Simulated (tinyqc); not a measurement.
Comparisons within one model: Kronig-Penney superlattice by transfer matrices. A value that a table varies takes the place of the one given here.

Wells (width a, potential 0, mass mw) alternate with barriers (width b, height V0, mass mb); period d = a + b; c = hbar^2/2m0. The vector (psi, psi'/m) is continuous, and a layer of thickness t carries it by M = [[cos kt, (m/k) sin kt], [-(k/m) sin kt, cos kt]] with k = sqrt(m (E - V)/c); for E < V, k = i kappa gives [[cosh, (m/kappa) sinh], [(kappa/m) sinh, cosh]] of kappa t. A Bloch state obeys cos(q d) = tr(Mb Mw)/2.

Constants: hbar^2/2m0 = 3.80998211 eV angstrom^2.

Values chosen for the exercise (near those of a GaAs superlattice with barriers of AlGaAs; shifted at random, so the results belong to these values and not to a real crystal): a = 81 angstrom (well width); V0 = 0.243 eV (barrier height); mw = 0.0682 m0 (mass in the wells); mb = 0.0919 m0 (mass in the barriers); bs = (12, 18, 24, 31.2, 38.4, 48, 60) angstrom (barrier widths); b = 24 angstrom (barrier width).

## Barrier width

First miniband against b. m_z = -2 c f'/d^2 with f = tr M/2 at the bottom of the band. E1 is the level of the single well, kappa1 its decay constant in the barrier.

First miniband:

| b (angstrom) | bottom (eV) | top (eV) | W (meV) | ln W | m_z (m0) |
|---|---|---|---|---|---|
| 12.0 | 0.0233 | 0.0598 | 36.46 | 3.596 | 0.0805 |
| 18.0 | 0.0292 | 0.0531 | 23.95 | 3.176 | 0.0943 |
| 24.0 | 0.0330 | 0.0487 | 15.73 | 2.755 | 0.115 |
| 31.2 | 0.0360 | 0.0455 | 9.499 | 2.251 | 0.152 |
| 38.4 | 0.0378 | 0.0435 | 5.740 | 1.747 | 0.209 |
| 48.0 | 0.0391 | 0.0421 | 2.933 | 1.076 | 0.333 |
| 60.0 | 0.0399 | 0.0412 | 1.268 | 0.237 | 0.624 |

E1 = 0.0406 eV
kappa1 = 0.0699 1/angstrom

How do the results move?

W falls from 36.5 to 1.27 meV, and both edges close in on E1. The slope of ln W is -0.0701 per angstrom over the first two rows and -0.0699 over the last two, against -kappa1 = -0.0699: the width follows one power of the tunnelling amplitude once the wells couple weakly. m_z grows by a factor 7.7.

## From one barrier to a miniband

Transmission through N barriers separated by wells, between leads of the well material: T = 4/[(M11 + M22)^2 + (u M12 - M21/u)^2] with u = k/mw and M the product over all layers; twelve evenly spaced energies around the first miniband.

Transmission:

| E (eV) | tr M/2 of a period | N = 1 | N = 2 | N = 4 | N = 8 |
|---|---|---|---|---|---|
| 0.025940 | 2.323 | 0.0594 | 0.00292 | 7.62e-06 | 5.23e-11 |
| 0.028800 | 1.753 | 0.0657 | 0.00569 | 5.41e-05 | 5.02e-09 |
| 0.031659 | 1.231 | 0.0720 | 0.0126 | 0.000774 | 3.68e-06 |
| 0.034519 | 0.756 | 0.0782 | 0.0358 | 0.309 | 0.108 |
| 0.037379 | 0.325 | 0.0844 | 0.179 | 0.0806 | 0.271 |
| 0.040238 | -0.064 | 0.0906 | 0.859 | 0.607 | 0.292 |
| 0.043098 | -0.414 | 0.0967 | 0.135 | 0.0829 | 0.544 |
| 0.045958 | -0.728 | 0.103 | 0.0513 | 0.794 | 0.494 |
| 0.048817 | -1.007 | 0.109 | 0.0293 | 0.00711 | 0.00146 |
| 0.051677 | -1.253 | 0.115 | 0.0203 | 0.00113 | 4.25e-06 |
| 0.054537 | -1.468 | 0.121 | 0.0157 | 0.000363 | 2.07e-07 |
| 0.057396 | -1.655 | 0.127 | 0.0131 | 0.000165 | 2.69e-08 |

What can be read from the table?

5 of the energies lie in the miniband (|tr M/2| <= 1); there T for N = 8 runs between 0.108 and 0.544. In the gaps it falls with N: at E = 0.0574 eV from 0.000165 (N = 4) to 2.69e-08 (N = 8), a slope of ln T of -2.18 a period, against -2 arccosh|tr M/2| = -2.18.

## What each parameter does

Bottom and width of the first miniband, the gap above it, and m_z = -2 c f'/d^2 with f = tr M/2. Each row changes one parameter from the base and keeps the others.

Results:

| case | bottom (eV) | width (meV) | gap (meV) | m_z (m0) |
|---|---|---|---|---|
| base | 0.0330 | 15.7 | 84.4 | 0.1150 |
| a = 89 angstrom | 0.0293 | 12.9 | 75.8 | 0.1193 |
| b = 28 angstrom | 0.0348 | 11.9 | 90.1 | 0.1338 |
| V0 = 0.279 eV | 0.0356 | 13.8 | 92.4 | 0.1262 |
| mw = 0.075 m0 | 0.0319 | 14.3 | 80.5 | 0.1257 |
| mb = 0.0781 m0 | 0.0336 | 18.1 | 82.0 | 0.1032 |

How do the results move?

The largest shifts from the base row, up to three for each result and ties (the steps differ in size, so this ranks the rows, not the parameters). bottom (eV): a -0.0038, V0 +0.0026, b +0.0018. width (meV): b -3.8, a -2.8, mb +2.3. gap (meV): a -8.6, V0 +8.0, b +5.7. m_z (m0): b +0.0188, mb -0.0118, V0 +0.0112.

Run: tinyqc, `OMP_NUM_THREADS=1 python tinyqc.py 1280645 1280646 out.jsonl`; Intel(R) Xeon(R) Processor @ 2.30GHz, one thread, shared host; about 0.04 s of CPU time with all checks.
